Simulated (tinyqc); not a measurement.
Fully depleted semiconductor-on-insulator film with two gates, non-linear Poisson equation by Newton steps: one step of the calculation.

One dimension across the film, front interface at x = 0, back interface at x = ts. psi is counted from the intrinsic level, n = ni exp(psi/Vt) (source grounded), holes neglected, acceptors ionised. Gates act through Cox = eps0 eox/tox and Cbox = 3.9 eps0/tb with potentials G1 = Vg - (phiM - chi - Vt ln(Nc/ni)) and G2 = Vb - (phiB - chi - Vt ln(Nc/ni)). Classical Boltzmann densities, no interface charge, no depletion in the back plane.

Problem. Electron sheet density, centroid and oxide fields. n_i = ni exp(psi_i/Vt); N_inv = sum w_i n_i with w = ts/8, halved at the ends; centroid sum w n x/N_inv; fields (G1 - psi_0)/tox and (G2 - psi_8)/tb.

Inputs (values chosen for the exercise); band and dielectric values close to those of silicon:
- T = 250 K (temperature)
- tox = 3.6 nm (insulator thickness)
- ts = 9 nm (film thickness)
- tb = 14 nm (buried-oxide thickness (eps_r 3.9))

Constants: q = 1.602176634e-19 C, kB = 1.380649e-23 J/K, Vt = kB T/q. Results are converted to the units shown.

converged psi, node 0 to 8 (V): [0.62320658, 0.56034784, 0.53133453, 0.51147758, 0.49555115, 0.48175114, 0.46929779, 0.45780974, 0.44708556]
ni = 8.4730374e7 cm^-3
G1 = 1.1555180 V
G2 = 0.065517968 V

Give: n; N_inv; centroid; field in the front oxide; field in the buried oxide.

Solution.

n, node 0 to 8 (cm^-3): [3.0998e20, 1.6755e19, 4.3578e18, 1.7337e18, 8.2777e17, 4.3623e17, 2.4472e17, 1.4357e17, 8.7274e16]
N_inv = 2.0197e13 cm^-2
centroid = 0.24430 nm
field in the front oxide = 1.4786 MV/cm
field in the buried oxide = -0.27255 MV/cm

The centroid lies at 0.027 of the film, near the front interface.

Numbers from tinyqc (`OMP_NUM_THREADS=1 python tinyqc.py 2190095 2190096 out.jsonl`; about 0.4 s on one thread of a shared Intel Xeon 2.30GHz).
